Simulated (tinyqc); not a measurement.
Hybridisation of the two arcs: two-node Weyl semimetal on a cubic lattice and its slab.

H = d.s with dx = t sin kx, dy = t sin ky, dz = m (2 - cos kx - cos ky) + M(kz), M = tz (cos k0 - cos kz), k in 1/a. Nodes at (0, 0, +/-k0). Berry curvature of the lower band along z: Omega = d.(dd/dkx x dd/dky)/(2|d|^3), in the sense curl of i<u|grad u>.

Slab of N layers along x with hard walls: layer block t sin(ky) sy + (m (2 - cos ky) + M(kz)) sz, block to the next layer t sx/(2i) - m sz/2.

Values chosen for the exercise: t = 0.83 eV (hopping in sx and sy); m = 0.61 eV (mass term); tz = 0.32 eV (hopping along z); k0 = 2 1/a (position of the nodes).

ky = 0, kz = 0; lowest positive level against the number of layers. On a half space the amplitudes are z1^n - z2^n with z the roots of (t + m) z^2/2 - (m + M) z + (m - t)/2 = 0.

Level:
```
N      E (eV)
3     0.05120
4     0.03127
5     0.01451
6    0.007909
8    0.002065
10  0.0005444
12  0.0001440
```

z1, z2: 0.5147  -0.2968

What does the comparison show, and why?

The larger root has |z| = 0.5147, so the level should fall by about |z|^2 = 0.265 for two more layers; from 10 to 12 it changes by a factor 0.264. The roots have opposite signs, which adds an even-odd alternation.

(tinyqc, `OMP_NUM_THREADS=1 python tinyqc.py 1451817 1451818 out.jsonl`, Intel(R) Xeon(R) Processor @ 2.30GHz, 1 thread, shared host, about 0.3 s.)
